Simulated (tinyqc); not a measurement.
Free-carrier optics of a doped semiconductor (Drude model with one polar phonon): sweeps and comparisons. A value that a table varies takes the place of the one given here.

eps(E) = ei [1 - Ep^2/(E^2 + i E Gam)] + (es - ei) wT^2/(wT^2 - E^2 - i E gT), with Ep^2 = 8 pi c (e^2/(4 pi eps0)) N/(m ei), c = hbar^2/2m0, N in 1/angstrom^3 (1e-24 per 1/cm^3); Gam = hbar/tau, tau = mu m m0/e with m0/e = 5.685630e-12 kg/C and mu in m^2/(V s). Energies in meV.

n + i k = sqrt(eps1 + i eps2) with k >= 0; R = ((n - 1)^2 + k^2)/((n + 1)^2 + k^2) at normal incidence from vacuum; alpha = 2 E k/(hbar c), times 1e8 for 1/cm; loss function Im(-1/eps) = eps2/(eps1^2 + eps2^2).

Constants: hbar^2/2m0 = 3.80998211 eV angstrom^2; e^2/(4 pi eps0) = 14.39964547 eV angstrom; hbar = 6.58211957e-16 eV s; hbar c = 1973.269805 eV angstrom.

Parameters, chosen for this exercise (mass and dielectric values near those of GaAs; N and mu are free inputs; interband absorption and the rise of the mass with filling are left out; shifted at random, so the results belong to these values and not to a real crystal):
- m = 0.0701 m0 (conductivity mass)
- ei = 10.6 (high-frequency dielectric constant)
- wT = 33.3 meV (TO phonon)
- es = 12.75 (static dielectric constant)
- N = 3.9e+18 1/cm^3 (carrier density)
- mu = 2400 cm^2/(V s) (mobility)
- gT = 0.4 meV (phonon damping)
- E = 240.1 meV (photon energy)

## The coupled modes against doping

L-, L+ solve E^4 - (wL^2 + Ep^2) E^2 + Ep^2 wT^2 = 0, wL = wT sqrt(es/ei); damping left out; energies in meV.

Modes:

| N (1/cm^3) | Ep | L- | L+ | Ep sqrt(ei/es) |
|---|---|---|---|---|
| 2.0e+16 | 6.09 | 5.54 | 36.61 | 5.55 |
| 7.0e+16 | 11.40 | 10.30 | 36.85 | 10.39 |
| 2.0e+17 | 19.26 | 17.06 | 37.60 | 17.57 |
| 4.0e+17 | 27.24 | 23.10 | 39.27 | 24.84 |
| 7.0e+17 | 36.04 | 27.85 | 43.09 | 32.86 |
| 1.0e+18 | 43.08 | 29.97 | 47.87 | 39.28 |
| 3.0e+18 | 74.61 | 32.50 | 76.45 | 68.03 |
| 7.0e+18 | 113.97 | 32.99 | 115.04 | 103.92 |
| 2.0e+19 | 192.65 | 33.20 | 193.25 | 175.65 |

wL = 36.52 meV

What can be read from the table?

At low density L- follows Ep sqrt(ei/es) (5.54 against 5.55), a plasmon screened by the lattice, and L+ starts at wL. At the highest density L- has come within 0.10 meV of wT, since the carriers screen the field that lifts wL, and L+ is within 0.60 meV of Ep. The branches are closest, 15.25 meV, at 7e+17 1/cm^3 of those listed. The mass is held fixed, while in a real band it rises with filling.

## Reflectance across the plasma edge

Spectrum:

| E (meV) | eps1 | eps2 | R | alpha (1/cm) |
|---|---|---|---|---|
| 8.5 | -628.50 | 519.25 | 0.954 | 2.31e+04 |
| 25.5 | -94.17 | 29.79 | 0.941 | 2.54e+04 |
| 42.5 | -34.20 | 6.78 | 0.938 | 2.53e+04 |
| 59.5 | -11.76 | 2.48 | 0.895 | 2.08e+04 |
| 72.3 | -4.52 | 1.39 | 0.798 | 1.58e+04 |
| 85.1 | -0.31 | 0.85 | 0.272 | 6.74e+03 |
| 93.6 | 1.58 | 0.64 | 0.027 | 2.38e+03 |
| 106.3 | 3.61 | 0.44 | 0.098 | 1.24e+03 |
| 127.6 | 5.75 | 0.25 | 0.169 | 685 |
| 170.1 | 7.87 | 0.11 | 0.225 | 330 |
| 255.2 | 9.39 | 0.03 | 0.258 | 134 |
| 425.4 | 10.16 | 0.01 | 0.273 | 46.4 |

What can be read from the table?

Ep = 85.1 meV and Gam = 6.9 meV. R is 0.954 at the lowest energy and lowest, 0.027, at 93.6 meV of those listed; without damping and phonon it would vanish at Ep sqrt(ei/(ei - 1)) = 89.4 meV. At the highest energy R is 0.273, against 0.281 for ei alone. Between the last two rows alpha goes as E^-2.08, where the Drude limit far above Ep and Gam is E^-2. Inside the metallic range the phonon cuts a dip in R near L-, below wT = 33.3 meV, which the rows may miss.

## Free-carrier absorption and index change in the near infrared

At the wavelengths listed E = hc/lambda (hc = 1239.841984 eV nm). Approximate forms: alpha = ei Ep^2 Gam/(E^2 sqrt(ei) hbar c) and dn = -sqrt(ei) Ep^2/(2 E^2). The phonon term is left out here.

Free carriers:

| lambda (micrometre) | E (meV) | alpha (1/cm) | alpha, approximate | dn | dn, approximate |
|---|---|---|---|---|---|
| 1.31 | 946.4 | 9.21 | 9.17 | -0.0132 | -0.0132 |
| 1.55 | 799.9 | 12.9 | 12.8 | -0.0185 | -0.0184 |
| 2.00 | 619.9 | 21.6 | 21.4 | -0.0308 | -0.0307 |
| 3.00 | 413.3 | 49.1 | 48.1 | -0.0697 | -0.0690 |
| 5.00 | 248.0 | 142 | 134 | -0.197 | -0.192 |
| 8.00 | 155.0 | 408 | 342 | -0.533 | -0.490 |
| 10.60 | 117.0 | 870 | 601 | -1.02 | -0.861 |

What can be read from the table?

At 1.55 micrometre alpha = 12.9 1/cm and dn = -0.0185; a phase shift of pi needs a length lambda/(2 |dn|) = 42 micrometre, over which the loss is 0.24 dB. The approximate alpha is within 5 % up to 3 micrometre of the wavelengths listed; it needs photon energies well above both Ep and Gam, which lie at 14.6 and 180.2 micrometre. Interband and intervalley absorption are left out.

## What moves the optical constants

At the energy E. Each row changes one parameter from the base and keeps the others.

Results:

| case | Ep (meV) | Gam (meV) | R | alpha (1/cm) |
|---|---|---|---|---|
| base | 85.07 | 6.88 | 0.2547 | 153 |
| N = 5.85e+18 1/cm^3 | 104.19 | 6.88 | 0.2407 | 238 |
| m = 0.0841 m0 | 77.67 | 5.74 | 0.2592 | 105 |
| mu = 1440 cm^2/(V s) | 85.07 | 11.47 | 0.2547 | 254 |
| ei = 11.13 | 83.02 | 6.88 | 0.2654 | 149 |
| E = 288.1 meV | 85.07 | 6.88 | 0.2631 | 104 |

What can be read from the table?

The largest shifts from the base row, up to three for each result and ties (the steps differ in size, so this ranks the rows, not the parameters). Ep (meV): N +19.12, m -7.40, ei -2.05; unchanged at the printed digits by mu and E. Gam (meV): mu +4.59, m -1.15; unchanged at the printed digits by N, ei and E. R: N -0.0140, ei +0.0107, E +0.0084; unchanged at the printed digits by mu. alpha (1/cm): mu +101, N +85.0, E -49.0.

Computed by tinyqc, a small Python program: `OMP_NUM_THREADS=1 python tinyqc.py 1652490 1652491 out.jsonl` (the numbers bound the seed that draws the inputs); one thread of a shared host (Intel(R) Xeon(R) Processor @ 2.30GHz), about 0.01 s for the whole set of steps.
